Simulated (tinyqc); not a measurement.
Ellipsoidal valleys in the axes of a wafer and a channel: one step. Device axes and valley axes. Two cases, with inputs chosen for the exercise.

Problem. Give the rows x, y, z in cubic components and each valley axis in device components.

Valleys with axes a along x, y and z, two valleys each; inverse mass tensor w = 1/mt + (1/ml - 1/mt) a a. Device axes: z = nz/|nz|, x = nx/|nx|, y = z cross x; in them a = (ax, ay, az). Confinement mass mz = 1/w_zz. In the plane w_ij is replaced by u_ij = w_ij - w_iz w_jz/w_zz (i, j = x, y); density-of-states mass md = 1/sqrt(det u); conductivity mass along x mc = 1/u_xx; ballistic transport mass mx = u_yy/det u, width mass my = 1/u_yy.

Case 1.

Values chosen (near those of the Delta valleys of Si; the results hold for these values, not for the real material): ml = 0.932 m0 (longitudinal mass); mt = 0.187 m0 (transverse mass); nz = (1, 1, 0) (surface normal (confinement)); nx = (1, -1, 1) (channel direction).

Case 2.

Values chosen (near those of the Delta valleys of Si; the results hold for these values, not for the real material): ml = 0.884 m0 (longitudinal mass); mt = 0.19 m0 (transverse mass); nz = (1, 1, 0) (surface normal (confinement)); nx = (1, -1, 1) (channel direction).

Give: device axes; valley axes.

Solution.

Case 1.

device axes:
```
    [100]    [010]    [001]
x  0.5774  -0.5774   0.5774
y  0.4082  -0.4082  -0.8165
z  0.7071   0.7071   0.0000
```

valley axes:
```
        ax       ay      az
x   0.5774   0.4082  0.7071
y  -0.5774  -0.4082  0.7071
z   0.5774  -0.8165  0.0000
```

Case 2.

device axes:
```
    [100]    [010]    [001]
x  0.5774  -0.5774   0.5774
y  0.4082  -0.4082  -0.8165
z  0.7071   0.7071   0.0000
```

valley axes:
```
        ax       ay      az
x   0.5774   0.4082  0.7071
y  -0.5774  -0.4082  0.7071
z   0.5774  -0.8165  0.0000
```

Computed by tinyqc, one run a case: `OMP_NUM_THREADS=1 python tinyqc.py N N+1 out.jsonl` with N = 1880386, 1880414; one thread of a shared Intel(R) Xeon(R) Processor @ 2.30GHz, about 0.01 s a run at most.
